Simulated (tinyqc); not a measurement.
Worked calculation: coherent transport through a tight-binding region between two chains. Computed by tinyqc, a small Python program that keeps every step. Settings: temperature = 77, mu = -0.46. Command: `OMP_NUM_THREADS=1 python tinyqc.py 30308 30309 out.jsonl` (the two numbers bound the seeds that draw the settings). One thread of a shared host (Intel(R) Xeon(R) Processor @ 2.60GHz), about 0.1 s of CPU time with the checks.

## Transmission at E = -0.64 eV

H of the central region (eV):
$$\begin{pmatrix}
0.000000 & -2.260000 & 0.000000 & 0.000000 & 0.000000 \\
-2.260000 & 0.000000 & -1.860000 & 0.000000 & 0.000000 \\
0.000000 & -1.860000 & 0.000000 & -2.260000 & 0.000000 \\
0.000000 & 0.000000 & -2.260000 & 0.000000 & -2.260000 \\
0.000000 & 0.000000 & 0.000000 & -2.260000 & 0.000000
\end{pmatrix}$$

Leads: semi-infinite chains with site energy 0:
```
parameter                           value
lead hopping t (eV)              2.570000
coupling to the left lead (eV)   1.350000
coupling to the right lead (eV)  0.650000
left contact site                       1
right contact site                      5
```

E = -0.640000 eV

Surface Green function g = (E - i sqrt(4 t^2 - E^2)) / (2 t^2); self-energy tc^2 g on each contact site; G = (E - H - Sigma)^(-1); Gamma = -2 Im Sigma; T = Gamma_L Gamma_R |G_LR|^2; local density of states -Im G_ii / pi.

g = -0.048449-0.386077i 1/eV

G (1/eV):
$$\begin{pmatrix}
-0.282564-0.109799i & 0.339315+0.061169i & 0.460084+0.154459i & -0.148970-0.006602i & -0.502270-0.156329i \\
0.339315+0.061169i & 0.101877-0.090709i & 0.160403-0.105536i & -0.038421+0.044768i & -0.171283+0.118214i \\
0.460084+0.154459i & 0.160403-0.105536i & -0.503835-0.223990i & 0.167786+0.023426i & 0.551349+0.230624i \\
-0.148970-0.006602i & -0.038421+0.044768i & 0.167786+0.023426i & 0.079136-0.030211i & 0.297102-0.031982i \\
-0.502270-0.156329i & -0.171283+0.118214i & 0.551349+0.230624i & 0.297102-0.031982i & -0.467214-0.239680i
\end{pmatrix}$$

local density of states (1/eV): [0.034950, 0.028874, 0.071298, 0.009616, 0.076293]

transmission = 0.127038

## Transmission across the band

The same steps on a grid of energies.

T(E):
```
E (eV)              T
-4.88300000  0.000040
-4.39470000  0.000828
-3.90640000  0.054734
-3.41810000  0.065617
-2.92980000  0.077091
-2.44150000  0.398293
-1.95320000  0.152424
-1.46490000  0.071779
-0.97660000  0.077733
-0.48830000  0.183121
0.00000000   0.759871
0.48830000   0.183121
0.97660000   0.077733
1.46490000   0.071779
1.95320000   0.152424
2.44150000   0.398293
2.92980000   0.077091
3.41810000   0.065617
3.90640000   0.054734
4.39470000   0.000828
4.88300000   0.000040
```

levels of the isolated region (eV): [-3.697945, -2.260000, 0.000000, 2.260000, 3.697945]

## Current

I = (2e/h) int T(E) [f(E - mu - V/2) - f(E - mu + V/2)] dE at 77 K with mu = -0.46 eV, the bias not changing H; 2e^2/h = 77.48092 microsiemens; the integral runs over the band on 4001 points.

Current:
```
V (volt)  I (microampere)
0.010000         0.153840
0.050000         0.770211
0.100000         1.546765
0.200000         3.144835
0.400000         6.715987
0.800000        16.898823
```
